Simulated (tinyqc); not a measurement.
Inside a calculation. Method: sp3 tight binding, zinc-blende lattice. One step of it, computed by the program tinyqc.

Problem. Bloch Hamiltonian at k. Slater-Koster rules over the four bonds with direction cosines (l, m, n): ss V_ss; s-px l V_sp; px-s -l V_sp; px-px l^2 V_pps + (1 - l^2) V_ppp; px-py l m (V_pps - V_ppp); each times exp(i k.d).

Parameters chosen for this model: zinc-blende lattice, anion at 0, cation at a/4 (1,1,1); V = eta hbar^2 / (m d^2), hbar^2/m = 7.619964 eV angstrom^2:
```
parameter          value      unit
a               5.780000  angstrom
d               2.502813  angstrom
Es anion      -11.560000        eV
Ep anion       -7.400000        eV
Es cation     -11.560000        eV
Ep cation      -7.400000        eV
eta ss         -1.320000
eta sp          1.420000
eta pp sigma    2.220000
eta pp pi      -0.630000
V ss           -1.605720        eV
V sp            1.727366        eV
V pp sigma      2.700530        eV
V pp pi        -0.766367        eV
```

k point k (2 pi / a): 0.510000  -0.330000  -0.130000

Give: H(k) at k.

Solution.

H(k) at k (eV), lower triangle (Hermitian):
```
                  a s            a px             a py             a pz
a s          -11.5600
a px           0.0000         -7.4000
a py           0.0000          0.0000          -7.4000
a pz           0.0000          0.0000           0.0000          -7.4000
c s   -3.8019-0.4634i  0.2789+2.4367i  -0.5046-1.3469i  -1.3899-0.4890i
c px  -0.2789-2.4367i  0.9217+0.1123i   1.6105+0.5666i   0.5847+1.5607i
c py   0.5046+1.3469i  1.6105+0.5666i   0.9217+0.1123i  -0.3232-2.8236i
c pz   1.3899+0.4890i  0.5847+1.5607i  -0.3232-2.8236i   0.9217+0.1123i

           c s     c px     c py     c pz
c s   -11.5600
c px    0.0000  -7.4000
c py    0.0000   0.0000  -7.4000
c pz    0.0000   0.0000   0.0000  -7.4000
```
